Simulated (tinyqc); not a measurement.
# From vertical rate back to plasma density n_e

Model: ion-assisted plasma etching: sheath, surface coverage, synergy and aspect-ratio dependence. Computed by tinyqc, a small Python program. Command: `OMP_NUM_THREADS=1 python tinyqc.py 3010951 3010952 out.jsonl etch inv`. One thread of a shared host (Intel(R) Xeon(R) Processor @ 2.30GHz), about 0.02 s of CPU time with the checks.

Radicals adsorb on bare sites; ions remove covered sites with a high yield and bare sites by sputtering; a slow spontaneous reaction acts everywhere, walls included.

Inputs (values chosen for the exercise, close to those used for silicon dioxide in a fluorocarbon plasma): electron temperature T_e = 2.7 eV; ion mass M_i = 69 u; sheath voltage V = 290 V; radical density n = 1.8e+13 1/cm^3; radical mass M_n = 19 u; gas temperature T_g = 600 K; sticking coefficient s = 0.75; radicals per removed unit x = 4; yield slope b = 0.27 eV^(-1/2); threshold E_th = 14 eV; sputter slope b_p = 0.017 eV^(-1/2); sputter threshold E_p = 37 eV; spontaneous reaction probability k_c = 6.1e-06; solid density N = 2.2e+22 1/cm^3; ion temperature T_i = 0.72 eV.

Feature: long trench.

Constants: e = 1.602176634e-19 C; u = 1.6605390666e-27 kg; k_B = 1.380649e-23 J/K; eps_0 = 8.8541878128e-12 F/m.

Method:
- Bohm speed u_B = sqrt(e T_e/M_i); ion flux G_i = 0.61 n_e u_B; radical flux G_n = n c/4 with c = sqrt(8 k_B T_g/(pi M_n)).
- Debye length lambda_D = sqrt(eps_0 T_e/(e n_s)) with n_s = 0.61 n_e, T_e in volts; Child-law sheath d = (sqrt2/3) lambda_D (2 V/T_e)^(3/4); ion energy E = V + T_e/2; angular spread = arctan(sqrt(T_i/E)).
- Yields: Y = b (sqrt(E) - sqrt(E_th)) on covered sites, Y_p = b_p (sqrt(E) - sqrt(E_p)) on bare ones (zero below threshold).
- Steady coverage: s G_n (1 - theta) = x Y G_i theta; removal flux = Y G_i theta + Y_p G_i (1 - theta) + k_c G_n; rate = flux/N, 1 cm/s = 6e8 nm/min.
- Lateral rate = k_c G_n/N; anisotropy = 1 - lateral/vertical; synergy = vertical/(ions alone + radicals alone), with ions alone Y_p G_i/N and radicals alone the lateral rate.

Question. A run gave the result below. Find the plasma density n_e, known to lie between 3.2e+11 and 7.6e+11 1/cm^3.

vertical rate = 1675.77 nm/min

Answer.

Each step takes the trial c = (a f_b - b f_a)/(f_b - f_a), f being the result less the target and a, b, c the logarithms of the listed values; c replaces end b, the old b replaces a if the sign of f changed, and otherwise f_a is halved.

Scan of the range:
```
plasma density n_e (1/cm^3)  vertical rate (nm/min)
3.20e+11                                    1378.20
3.70e+11                                    1464.71
4.27e+11                                    1551.66
4.93e+11                                    1640.91
5.70e+11                                    1733.78
6.58e+11                                    1829.24
7.60e+11                                    1929.77
```

False position (Illinois rule, in the logarithm of the input) inside the bracket:
```
step        end a        end b        trial  vertical rate (nm/min)
1     4.93000e+11  5.70000e+11  5.20600e+11                 1675.40
2     5.70000e+11  5.20600e+11  5.20897e+11                 1675.77
3     5.70000e+11  5.20897e+11  5.20903e+11                 1675.77
4     5.20897e+11  5.20903e+11  5.20900e+11                 1675.77
```

Vertical rate rises at every point of a 13-point scan of the range (every second point is shown), so one value fits; it is bracketed by 4.93e11 and 5.70e11. Answer: plasma density n_e = 5.209e11 1/cm^3.
